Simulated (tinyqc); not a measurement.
Worked calculation: grain growth, pinning, strength and diffusional creep of a polycrystal or thin film. Computed by tinyqc, a small Python program that keeps every step. Command: `OMP_NUM_THREADS=1 python tinyqc.py 3028854 3028855 out.jsonl grain walk`. One thread of a shared host (Intel(R) Xeon(R) Processor @ 2.30GHz), about 0.01 s of CPU time with the checks. Intermediate numbers are printed to about 6 digits and carried at full precision; extremes and crossings named in words are read from the listed rows.

One mean grain size d describes the structure.

Inputs (values chosen for the exercise, for a model solid):

| quantity | value | unit |
|---|---|---|
| shear modulus G | 74.7 | GPa |
| Burgers vector b | 3.84 | angstrom |
| atomic volume Omega | 20.02 | angstrom^3 |
| boundary energy gamma | 0.8 | J/m^2 |
| mobility prefactor M0 | 8.9e-07 | m^4/(J s) |
| activation energy of boundary motion Q_m | 2.38 | eV |
| anneal temperature T | 1011 | K |
| anneal time t | 1800 | s |
| initial grain size d0 | 17 | nm |
| particle volume fraction f | 0.00027 | - |
| particle radius r | 2 | nm |
| film thickness h | 59 | nm |
| surface energy gamma_s | 1.6 | J/m^2 |
| friction stress sigma_0 | 300 | MPa |
| Hall-Petch slope k_y | 0.3 | MPa m^0.5 |
| lattice diffusion energy Q_l | 4.18 | eV |
| boundary diffusion energy Q_b | 2.43 | eV |
| lattice prefactor D0 | 2.3e-05 | m^2/s |
| boundary prefactor delta D0b | 1.1e-14 | m^3/s |
| applied stress sigma | 13 | MPa |
| service temperature T_c | 553 | K |

Sample: thin film on a substrate.

Constants: k_B = 8.617333262e-05 eV/K; k_B = 1.380649e-23 J/K.

## Mobility and the sizes at which growth stops

M = M0 exp(-Q_m/(k_B T)). The driving pressure is 2 gamma/d. Zener pinning pressure 3 f gamma/(2 r) stops growth at d_Z = 4 r/(3 f). Grooves where boundaries meet the surface have the angle theta = arcsin(gamma/(2 gamma_s)) and are taken to stop growth at d_h = h/(2 theta), a few film thicknesses; the limit is 1/d_lim = 1/d_Z + 1/d_h.

mobility M = 1.21681e-18 m^4/(J s)

Zener size d_Z = 9876.54 nm

groove angle theta = 0.252680 rad

groove limit d_h = 116.748 nm

limit d_lim = 115.384 nm

The grooves set the tighter limit.

## Grain size after the anneal

dd/dt = 2 M gamma (1/d - 1/d_lim) integrates to 2 M gamma t = d_lim (d0 - d) + d_lim^2 ln[(d_lim - d0)/(d_lim - d)]; without pinning d^2 = d0^2 + 4 M gamma t.

size without pinning = 85.4274 nm

grain size d = 65.8825 nm

Pinning holds d to 77 % of the free value.

## Yield stress

Hall-Petch term k_y/sqrt(d). Orowan term 3.06 x 0.4 G b ln(2 rbar/b)/(pi lambda sqrt(1 - nu)) with nu = 1/3, rbar = sqrt(2/3) r, lambda = rbar (sqrt(pi/f) - 2). Film term (threading dislocation, matched substrate, the geometry of an fcc (111) film taken for all cases): 3.464 G b ln(2 h/b)/(4 pi (1 - nu) h). The terms are added to sigma_0.

Hall-Petch term = 1168.79 MPa

Orowan term = 169.485 MPa

film term = 1151.45 MPa

yield stress = 2789.73 MPa

The largest term is the Hall-Petch one. The anneal changed the Hall-Petch term from 2301 to 1169 MPa.

## Diffusional creep at T_c

Nabarro-Herring rate = 14 sigma Omega D_l/(k_B T d^2), D_l = D0 exp(-Q_l/(k_B T)); Coble rate = 14 pi sigma Omega delta D_b/(k_B T d^3), delta D_b = delta D0b exp(-Q_b/(k_B T)); they are equal at d_x = pi delta D_b/D_l.

Nabarro-Herring rate = 2.03418e-29 1/s

Coble rate = 4.12191e-15 1/s

crossover size d_x = 1.33500e+13 micrometre

time to 1 % strain = 2.42606e+12 s

Boundary diffusion carries the creep, by a factor 2.0e14. Caution: the time to 1 % strain exceeds a century, so diffusional creep is negligible in practice.

## Strength against creep resistance

Hall-Petch term k_y/sqrt(d).

At T_c and sigma:

| d (nm) | Hall-Petch term (MPa) | Nabarro-Herring (1/s) | Coble (1/s) | time to 1 % (s) |
|---|---|---|---|---|
| 30 | 1732.05 | 9.81039e-29 | 4.36561e-14 | 2.29063e+11 |
| 100 | 948.68 | 8.82936e-30 | 1.17872e-15 | 8.48381e+12 |
| 300 | 547.72 | 9.81039e-31 | 4.36561e-17 | 2.29063e+14 |
| 1000 | 300.00 | 8.82936e-32 | 1.17872e-18 | 8.48381e+15 |
| 3000 | 173.21 | 9.81039e-33 | 4.36561e-20 | 2.29063e+17 |
| 10000 | 94.87 | 8.82936e-34 | 1.17872e-21 | 8.48381e+18 |
| 100000 | 30.00 | 8.82936e-36 | 1.17872e-24 | 8.48381e+21 |

From 100 micrometre to 30 nm grains the Hall-Petch term grows 58 times, while the time to 1 % strain shrinks by 10.6 decades. Coble creep rules in 7 of the seven rows (d_x is a millimetre or more). Fine grains resist slip but creep fast. The Hall-Petch value at 30 nm is at the edge of that law, and in a film grains much larger than h lose atoms to the surfaces instead.

## Growth with time

The formulas are those given above.

At T:

| t (s) | free growth (nm) | pinned growth (nm) | d/d_lim |
|---|---|---|---|
| 10 | 18.109 | 17.945 | 0.155528 |
| 34 | 20.528 | 20.003 | 0.173357 |
| 100 | 26.046 | 24.641 | 0.213552 |
| 340 | 40.161 | 35.951 | 0.311573 |
| 1000 | 64.675 | 53.360 | 0.462455 |
| 3400 | 116.310 | 81.029 | 0.702250 |
| 10000 | 198.058 | 104.727 | 0.907638 |
| 34000 | 364.250 | 115.093 | 0.997475 |

The apparent exponent d ln d/d ln t of the pinned growth is at most about 0.37, below the ideal 1/2, and falls to 0.077 in the last rows: the initial size hides the law early and pinning hides it late.

Checks made by the program: d against numerical integration (relative difference 2e-09).
